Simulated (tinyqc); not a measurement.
Worked calculation: coherent transport through a tight-binding region between two chains. Computed by tinyqc, a small Python program that keeps every step. Settings: temperature = 4, mu = 0.14. Command: `OMP_NUM_THREADS=1 python tinyqc.py 28417 28418 out.jsonl` (the two numbers bound the seeds that draw the settings). One thread of a shared host (Intel(R) Xeon(R) Processor @ 2.60GHz), about 0.07 s of CPU time with the checks.

## Transmission at E = -0.7 eV

H of the central region (eV):
```
          1         2         3         4         5
1  -0.17000  -1.46000   0.00000   0.00000   0.00000
2  -1.46000   0.79000  -1.46000   0.00000   0.00000
3   0.00000  -1.46000  -0.28000  -1.19000   0.00000
4   0.00000   0.00000  -1.19000   0.08000  -0.57000
5   0.00000   0.00000   0.00000  -0.57000  -0.43000
```

Leads: semi-infinite chains with site energy 0:

| parameter | value |
|---|---|
| lead hopping t (eV) | 2.810000 |
| coupling to the left lead (eV) | 0.330000 |
| coupling to the right lead (eV) | 0.810000 |
| left contact site | 1 |
| right contact site | 5 |

E = -0.70000 eV

Surface Green function g = (E - i sqrt(4 t^2 - E^2)) / (2 t^2); self-energy tc^2 g on each contact site; G = (E - H - Sigma)^(-1); Gamma = -2 Im Sigma; T = Gamma_L Gamma_R |G_LR|^2; local density of states -Im G_ii / pi.

g = -0.04433-0.35310i 1/eV

G (1/eV):
```
                   1                  2                  3                  4
1   0.58637-0.95333i   0.87074-0.35836i   0.30227+0.58760i  -0.96162+0.64706i
2   0.87074-0.35836i   0.30377-0.15184i   0.12420+0.20340i  -0.32886+0.25808i
3   0.30227+0.58760i   0.12420+0.20340i  -0.17551-0.38002i   0.62601-0.38368i
4  -0.96162+0.64706i  -0.32886+0.25808i   0.62601-0.38368i   0.62442-0.45205i
5  -1.94696-0.34130i  -0.70932-0.07149i   1.22306+0.26834i   1.30193+0.18242i

                   5
1  -1.94696-0.34130i
2  -0.70932-0.07149i
3   1.22306+0.26834i
4   1.30193+0.18242i
5  -0.77181-0.31059i
```

local density of states (1/eV): 0.30345  0.04833  0.12096  0.14389  0.09886

transmission = 0.13922

## Transmission across the band

The same steps on a grid of energies.

T(E):

| E (eV) | T |
|---|---|
| -5.3390000 | 6.98e-10 |
| -4.8051000 | 6.22e-09 |
| -4.2712000 | 3.77e-08 |
| -3.7373000 | 2.47e-07 |
| -3.2034000 | 2.23e-06 |
| -2.6695000 | 4.34e-05 |
| -2.1356000 | 0.84588 |
| -1.6017000 | 0.00401 |
| -1.0678000 | 0.17968 |
| -0.5339000 | 0.16764 |
| 0.0000000 | 0.02073 |
| 0.5339000 | 0.00976 |
| 1.0678000 | 0.01822 |
| 1.6017000 | 0.00051 |
| 2.1356000 | 0.00026 |
| 2.6695000 | 0.00045 |
| 3.2034000 | 3.86e-06 |
| 3.7373000 | 3.16e-07 |
| 4.2712000 | 4.30e-08 |
| 4.8051000 | 6.72e-09 |
| 5.3390000 | 7.32e-10 |

levels of the isolated region (eV): -2.13620  -0.97414  -0.35781  0.91935  2.53881

## Current

I = (2e/h) int T(E) [f(E - mu - V/2) - f(E - mu + V/2)] dE at 4 K with mu = 0.14 eV, the bias not changing H; 2e^2/h = 77.48092 microsiemens; the integral runs over the band on 4001 points.

Current:

| V (volt) | I (microampere) |
|---|---|
| 0.01000 | 0.00923 |
| 0.05000 | 0.04812 |
| 0.10000 | 0.09681 |
| 0.20000 | 0.19873 |
| 0.40000 | 0.44231 |
| 0.80000 | 1.46411 |
